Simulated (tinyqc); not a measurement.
Inputs raised by 5 %, one at a time: finite-size error of a charged defect in a periodic cell: Madelung and Makov-Payne terms. Computed by tinyqc, a small Python program. Command: `OMP_NUM_THREADS=1 python tinyqc.py 3003089 3003090 out.jsonl imagecharge sens`. One thread of a shared host (Intel(R) Xeon(R) Processor @ 2.30GHz), about 0.1 s of CPU time with the checks.

L is the cube root of the cell volume. The defect charge is a Gaussian, rho(r) = q (2 pi sigma^2)^(-3/2) exp(-r^2/2 sigma^2), repeated periodically in a uniform neutralising background and screened by a continuum. The model cell energy is E(L) = E_0 + [periodic - isolated electrostatic energy].

Inputs (values chosen for the exercise, for a model uniaxial host):

| quantity | value | unit |
|---|---|---|
| charge q | -1 | e |
| cell length L | 17.1 | angstrom |
| dielectric constant eps_xy | 10.6 | - |
| dielectric constant eps_z | 13.5 | - |
| axis ratio c/a | 1.47 | - |
| width sigma of the defect charge | 1.2 | angstrom |
| formation energy of the isolated defect E_0 | 2.942 | eV |

Supercell lattice: hexagonal. Screening: uniaxial.

Constants: e^2/(4 pi eps_0) = 14.39964548 eV angstrom.

Method:
- Cell vectors: (1,0,0), (-1/2,sqrt(3)/2,0), (0,0,c/a), scaled to volume L^3.
- Ewald sum for a unit point charge: scale each Cartesian component of the cell by 1/sqrt(eps_i), giving R', G' and V'; E = [ (1/2) sum erfc(eta R')/R' + (2 pi/V') sum exp(-G'^2/4 eta^2)/G'^2 - eta/sqrt(pi) - pi/(2 V' eta^2) ] e^2/(4 pi eps_0) / sqrt(eps_x eps_y eps_z), over n_i = -6..6, omitting n = (0,0,0), eta = 2/V'^(1/3). alpha = -2 E eps_g L/(e^2/(4 pi eps_0)), eps_g = (eps_x eps_y eps_z)^(1/3).
- Periodic energy of the Gaussian: (2 pi q^2/V) sum_(G != 0) exp(-sigma^2 G^2)/(G.eps.G) x e^2/(4 pi eps_0), n_i = -k..k with k = max(9, L/sigma rounded up). Isolated energy: q^2/(2 sqrt(pi) sigma) <1/(n.eps.n)> e^2/(4 pi eps_0), the mean over directions n (64 Gauss-Legendre points in cos(theta)).

Runs:

| input moved | from | to | point-charge correction -q^2 E (eV) | finite-size error (eV) | Madelung constant alpha | isolated energy (eV) |
|---|---|---|---|---|---|---|
| base run | - | - | 0.10061 | -0.098155 | 2.7455 | 0.29423 |
| cell length L (angstrom) | 17.1 | 17.955 | 0.09582 | -0.093698 | 2.7455 | 0.29423 |
| dielectric constant eps_xy | 10.6 | 11.13 | 0.09674 | -0.094396 | 2.7273 | 0.28495 |
| dielectric constant eps_z | 13.5 | 14.175 | 0.09959 | -0.097151 | 2.7622 | 0.28932 |
| width sigma of the defect charge (angstrom) | 1.2 | 1.26 | 0.10061 | -0.097904 | 2.7455 | 0.28022 |
| axis ratio c/a | 1.47 | 1.5435 | 0.09922 | -0.096738 | 2.7076 | 0.29423 |

Exponents ln(y'/y) / ln(x'/x):

| input | point-charge correction -q^2 E | finite-size error | Madelung constant alpha | isolated energy |
|---|---|---|---|---|
| cell length L | -1.000 | -0.952 | 0.000 | 0.000 |
| dielectric constant eps_xy | -0.803 | -0.800 | -0.136 | -0.657 |
| dielectric constant eps_z | -0.209 | -0.211 | 0.124 | -0.345 |
| width sigma of the defect charge | 0.000 | -0.053 | 0.000 | -1.000 |
| axis ratio c/a | -0.285 | -0.298 | -0.285 | 0.000 |

To which inputs is each result most sensitive?

Among the inputs moved here: point-charge correction -q^2 E answers most in size to cell length L (exponent -1.000), next to dielectric constant eps_xy (-0.803); its exponent is below 0.0005 for width sigma of the defect charge. Its exponent -1.000 in cell length L: the Madelung term goes as 1/L. finite-size error answers most in size to cell length L (exponent -0.952), next to dielectric constant eps_xy (-0.800). Its exponent -0.952 in cell length L: the Madelung term rules in large cells. Madelung constant alpha answers most in size to axis ratio c/a (exponent -0.285), next to dielectric constant eps_xy (-0.136); its exponent is below 0.0005 for cell length L, width sigma of the defect charge. Isolated energy answers most in size to width sigma of the defect charge (exponent -1.000), next to dielectric constant eps_xy (-0.657); its exponent is below 0.0005 for cell length L, axis ratio c/a. Its exponent -1.000 in width sigma of the defect charge: the self-energy goes as 1/sigma.
